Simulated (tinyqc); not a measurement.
Dopant redistribution at a moving silicon-oxide interface during parabolic oxidation: one step, computed by the program tinyqc. Command: `OMP_NUM_THREADS=1 python tinyqc.py 3026722 3026723 out.jsonl segox walk`. One thread of a shared host (Intel(R) Xeon(R) Processor @ 2.30GHz), about 0.01 s of CPU time with the checks.

Uniformly doped silicon is oxidised with x_ox = sqrt(B t); the interface advances into the silicon by alpha x_ox, alpha = 0.44. The dopant does not move in the oxide, and at the interface C(silicon) = m C(oxide).

Question. Interface concentration. With the dopant diffusivity D and s = alpha x_ox/(2 sqrt(D t)), in the silicon C = C_B + (C_s - C_B) erfc(y/(2 sqrt(D t)))/erfc(s), y from the original surface. Dopant balance at the interface gives C_s/C_B = 1/[1 + (1/(m alpha) - 1) g], g = sqrt(pi) s exp(s^2) erfc(s).

Inputs (values chosen for the exercise, modelled on boron in silicon under dry oxygen):
```
quantity,value,unit
oxidation activation energy E_B,1.22,eV
segregation coefficient m = C(silicon)/C(oxide),0.14,-
bulk doping C_B,3.2e+16,1/cm^3
temperature T,1150,C
```

s = 0.1097497

Give: g; ratio C_s/C_B; C_s in the silicon; concentration in the oxide.

Answer.

g = 0.17260

ratio C_s/C_B = 0.27553

C_s in the silicon = 8.8170e+15 1/cm^3

concentration in the oxide = 6.2979e+16 1/cm^3

m alpha = 0.062: the oxide takes more dopant than the consumed silicon held, so the silicon is depleted. For a very fast interface the ratio would tend to m alpha. Caution: in this case the oxide is not much thicker than a typical Deal-Grove length A, so real growth is slower than parabolic. Caution: parabolic growth needs an oxide much thicker than the Deal-Grove length A, which fails for thin films and low temperatures; oxidation-enhanced or retarded diffusion is ignored.
